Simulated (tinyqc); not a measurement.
From results back to parameters: Lorentz oscillators and the Kramers-Kronig relations. Five cases, with inputs chosen for the exercise.

Problem. Below the gap a single undamped oscillator gives n^2 - 1 = Eo Ed/(Eo^2 - E^2) (Wemple-DiDomenico). Two refractive indices were computed from hidden Eo and Ed.

Find: Eo; Ed; n at E = 0.
Method. 1/(n^2 - 1) = Eo/Ed - E^2/(Eo Ed) is a straight line in E^2: slope -1/(Eo Ed), intercept Eo/Ed.

Case 1.

Values chosen: Ea = 0.97 eV; Eb = 2.17 eV.
n(Ea) = 2.518027
n(Eb) = 2.778888

Solution.

Eo = 4.39 eV
Ed = 22.3 eV
n at E = 0 = 2.466

Case 2.

Values chosen: Ea = 1.17 eV; Eb = 2.37 eV.
n(Ea) = 1.743363
n(Eb) = 1.769004

Solution.

Eo = 10.09 eV
Ed = 20.3 eV
n at E = 0 = 1.735

Case 3.

Values chosen: Ea = 0.85 eV; Eb = 2.08 eV.
n(Ea) = 2.937004
n(Eb) = 3.163614

Solution.

Eo = 4.92 eV
Ed = 36.4 eV
n at E = 0 = 2.898

Case 4.

Values chosen: Ea = 0.98 eV; Eb = 2.17 eV.
n(Ea) = 1.860628
n(Eb) = 1.903353

Solution.

Eo = 7.88 eV
Ed = 19.1 eV
n at E = 0 = 1.850

Case 5.

Values chosen: Ea = 0.86 eV; Eb = 1.84 eV.
n(Ea) = 1.808451
n(Eb) = 1.835508

Solution.

Eo = 8.02 eV
Ed = 18.0 eV
n at E = 0 = 1.801

Computed by tinyqc, one run a case: `OMP_NUM_THREADS=1 python tinyqc.py N N+1 out.jsonl` with N = 1650866, 1650993, 1651003, 1651137, 1651176; one thread of a shared Intel(R) Xeon(R) Processor @ 2.30GHz, about 0.2 s a run at most.
